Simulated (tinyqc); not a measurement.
## Scale length and length offset from two DIBL values

Question. DIBL = exp(-Le/(2 l)) + 2 exp(-Le/l) with Le = L - dL. Find l, dL and the drawn length for a DIBL of 100 mV/V.

DIBL at drawn lengths 78 and 120 nm (mV/V): [90.961111, 20.134935]

Answer. With e = exp(-Le/(2 l)), 2 e^2 + e = DIBL gives e and so Le/l at each length; Le/l is a straight line in L with slope 1/l.

l = 15.0 nm
dL = 1.70 nm
length for 100 mV/V = 75.5 nm

tinyqc, about 0.01 s, one thread, Intel Xeon 2.30GHz (shared host): `OMP_NUM_THREADS=1 python tinyqc.py 2002126 2002127 out.jsonl`
